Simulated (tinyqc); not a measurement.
# MOS structure on a p-type body, non-linear Poisson equation by Newton steps: two studies

One dimension, insulator interface at x = 0, acceptor density Na, uniform, net doping C = -(acceptor density). psi is counted from the intrinsic level: n = ni exp((psi - Vb)/Vt), p = ni exp(-psi/Vt); deep in the body psi_b = -Vt ln(Na/ni). The gate acts through Cox = eps0 eox/tox and has the potential psi_G = Vg - (phiM - chi - Vt ln(Nc/ni)). Boltzmann statistics, full ionisation, classical densities, no oxide or interface charge.

Values chosen for this exercise; band and dielectric values close to those of silicon:
- T = 300 K (temperature)
- Eg = 1.1 eV (band gap)
- eps_r = 11.7 (relative permittivity)
- Nc = 2.83e19 cm^-3 (conduction-band density of states at T)
- Nv = 2.69e19 cm^-3 (valence-band density of states at T)
- chi = 4.12 eV (electron affinity)
- Na = 1.2e18 cm^-3 (acceptor density deep in the body)
- eox = 25.1 (relative permittivity of the gate insulator (close to zirconium oxide))
- tox = 15 nm (insulator thickness)
- phiM = 4.39 eV (gate work function)
- Vb = 0.7 V (electron quasi-Fermi potential against the body)

Constants: q = 1.602176634e-19 C, kB = 1.380649e-23 J/K, Vt = kB T/q, eps0 = 8.8541878128e-14 F/cm where lengths are in cm. Results are converted to the units shown.

Each table varies one quantity; the others keep the values above.

## Charge and capacitance against gate voltage

ni = sqrt(Nc Nv) exp(-Eg/(2 Vt)), Eg in volts. The Poisson equation d/dx(eps0 eps_r dpsi/dx) = -q (p - n + C), with eps0 eps_r dpsi/dx = -Cox (psi_G - psi_0) at x = 0, is solved on a mesh of about 600 nodes or more. N_inv is the integral of n less its value deep in the body. C_LF = Cox (1 - dpsi_0/dVg) with all carriers following; C_HF is the same with the electron quasi-Fermi level shifting uniformly so that N_inv stays fixed. The centroid is that of the same excess.

Results:
```
Vg (V)  psi_0 - psi_b (V)  N_inv (cm^-2)  C_LF/Cox  C_HF/Cox  centroid (nm)
1.03                 1.30         9.23e4     0.159     0.159          0.384
1.15                 1.40         4.46e6     0.154     0.154          0.369
1.27                 1.50         2.21e8     0.150     0.149          0.356
1.39                 1.60        1.08e10     0.176     0.145          0.343
1.51                 1.69        2.41e11     0.532     0.142          0.331
1.64                 1.72        1.02e12     0.801     0.141          0.315
1.88                 1.76        2.92e12     0.910     0.140          0.289
2                    1.77        3.93e12     0.928     0.140          0.277
```

Estimate the missing row, Vg = 1.76 V.

Computed row:
```
Vg (V)  psi_0 - psi_b (V)  N_inv (cm^-2)  C_LF/Cox  C_HF/Cox  centroid (nm)
1.76                 1.74        1.94e12     0.876     0.140          0.302
```

With this row back in the table: N_inv goes from 92300 to 3.93e12 cm^-2 and passes 2e11 cm^-2 at Vg = 1.50 V. Below threshold it takes 70.8 mV a decade between Vg = 1.15 and 1.27 V, against Vt ln 10 = 59.5 mV. C_LF/Cox is lowest, 0.150, at Vg = 1.27 V among the rows listed and ends at 0.928, while C_HF/Cox ends at 0.140. Between the last two rows q dN_inv/dVg is 0.912 Cox. Where the classical centroid is under about 2 nm, confinement would move the charge away from the interface and raise the threshold. Above about 2e12 cm^-2 degeneracy matters too.

## Effect of the electron quasi-Fermi potential against the body on threshold, swing and body effect

VT is the Vg at which N_inv = 2e11 cm^-2. m = 1/(dpsi_0/dVg) at N_inv = 1e8 cm^-2; the swing is the Vg between N_inv = 1e8 and 1e9 cm^-2; body coefficient [VT(Vb + 0.05 V) - VT(Vb)]/0.05 V - 1.

Results:
```
Vb (V)  VT (V)  psi_0 - psi_b at VT (V)  m - 1  swing (mV/decade)  body coefficient
0        0.659                    0.973  0.247               75.3             0.233
0.3       1.02                     1.28  0.208               72.7             0.201
0.6       1.38                     1.58  0.183               71.1             0.179
0.9       1.73                     1.88  0.166               69.9             0.163
1.5       2.43                     2.49  0.142               68.4             0.141
1.8       2.77                     2.79  0.133               67.8             0.133
```

Estimate the missing row, Vb = 1.2 V.

Computed row:
```
Vb (V)  VT (V)  psi_0 - psi_b at VT (V)  m - 1  swing (mV/decade)  body coefficient
1.2       2.08                     2.18  0.153               69.1             0.151
```

With this row back in the table: As Vb goes from 0 to 1.8, VT rises from 0.659 to 2.77 V, the swing falls from 75.3 to 67.8 mV/decade and the body coefficient falls from 0.233 to 0.133. The swing stays within 1.5 % of m Vt ln 10, and the body coefficient within 0.014 of m - 1.

Numbers from tinyqc (`OMP_NUM_THREADS=1 python tinyqc.py 2080082 2080083 out.jsonl`; about 0.4 s on one thread of a shared Intel Xeon 2.30GHz).
